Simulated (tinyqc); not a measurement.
# Threshold of a short bulk MOSFET: charge sharing, barrier lowering, narrow width: what changes with what

n-channel device on a p-type body, depletion approximation, full ionisation. Uniform doping N = Na. Vbi from Boltzmann statistics is rough for the degenerate source. Cox = eps0 eox/tox.

Inputs (values chosen for the exercise); band and dielectric values close to those of silicon:
```
symbol    value   unit                                                                 meaning
T           300      K                                                             temperature
Eg         1.12     eV                                                                band gap
eps_r      11.7                                                          relative permittivity
Nc       2.8e19  cm^-3                                  conduction-band density of states at T
Nv      2.64e19  cm^-3                                     valence-band density of states at T
eox        9.13         relative permittivity of the gate insulator (close to aluminium oxide)
tox          18     nm                                                     insulator thickness
Na       8.1e16  cm^-3                                                          channel doping
Nsd        1e20  cm^-3                                                 source and drain doping
Vfb          -1      V                                     flat-band voltage for the doping Na
xj           91     nm                                                          junction depth
Vbs           0      V                                                     body-source voltage
Vds        0.05      V                                                    drain-source voltage
W           460     nm                                                              gate width
xw            0                      shape factor of the fringing depletion at the width edges
L           550     nm                                                          channel length
```

Constants: q = 1.602176634e-19 C, kB = 1.380649e-23 J/K, Vt = kB T/q, eps0 = 8.8541878128e-14 F/cm where lengths are in cm. Results are converted to the units shown.

Each table varies one quantity; the others keep the values above.

## Threshold roll-off against channel length

ni = sqrt(Nc Nv) exp(-Eg/(2 Vt)), Eg in volts; 2 pB = 2 Vt ln(N/ni); flat band Vfb - Vt ln(N/Na); Wd = sqrt(2 eps0 eps_r (2 pB - Vbs)/(q N)); body term q N Wd/Cox; long-channel VT0 = flat band + 2 pB + body term; Vbi = Vt ln(N Nsd/ni^2); scale length l = sqrt((eps_r/eox) tox Wd). Charge sharing (trapezoid; it ignores Vds): F = (xj/L)(sqrt(1 + 2 Wd/xj) - 1), lowering = body term times F. Barrier lowering: th = exp(-L/(2 l)) + 2 exp(-L/l), lowering = th [2 (Vbi - 2 pB) + Vds], DIBL = th. Narrow width: rise = body term times xw Wd/W. VT by each model = VT0 - lowering + rise. DIBL under 0.001 mV/V is printed as 0.

The same in every row: N (cm^-3) = 8.1000e16; VT0 (V) = 0.14977.

Threshold roll-off against channel length:
```
L (nm)	L/l	F	DIBL (mV/V)	VT, charge sharing (V)	VT, barrier lowering (V)
160	3.1151	0.49734	299.40	-0.014595	0.024606
240	4.6727	0.33156	115.37	0.040193	0.10154
340	6.6196	0.23404	39.191	0.072421	0.13339
490	9.5401	0.16240	8.6239	0.096099	0.14616
710	13.823	0.11208	0.99807	0.11273	0.14935
1000	19.470	0.079575	0.059197	0.12347	0.14974
1500	29.204	0.053050	0	0.13224	0.14977
2100	40.886	0.037893	0	0.13725	0.14977
3100	60.356	0.025669	0	0.14129	0.14977
```

What does the table show?

VT by barrier lowering rises from 0.0246 to 0.150 V and VT by charge sharing rises from -0.0146 to 0.141 V. DIBL is under 100 mV/V from L = 340 nm on among the rows (th = 0.1 at L/l = 4.92). For L = 160 DIBL exceeds 250 mV/V, where the barrier formula is rough.

## Effect of the junction depth

Same model as above.

The same in every row: N (cm^-3) = 8.1000e16; VT0 (V) = 0.14977; L/l = 10.708; DIBL (mV/V) = 4.7734; VT, barrier lowering (V) = 0.14777.

Effect of the junction depth:
```
xj (nm)	F	VT, charge sharing (V)
5	0.053065	0.13223
8.5	0.066192	0.12789
14	0.080536	0.12315
24	0.097968	0.11739
41	0.11666	0.11122
70	0.13565	0.10494
120	0.15376	0.098954
200	0.16877	0.093992
```

What does the comparison show?

As xj goes from 5 to 200, VT0 stays at 0.150 V, DIBL stays at 4.77 mV/V, F rises from 0.0531 to 0.169 and VT by barrier lowering stays at 0.148 V. The junction depth enters only the charge-sharing model.

Computed by the program tinyqc: `OMP_NUM_THREADS=1 python tinyqc.py 2002138 2002139 out.jsonl`, one thread of a shared Intel Xeon 2.30GHz, about 0.01 s for the whole run.
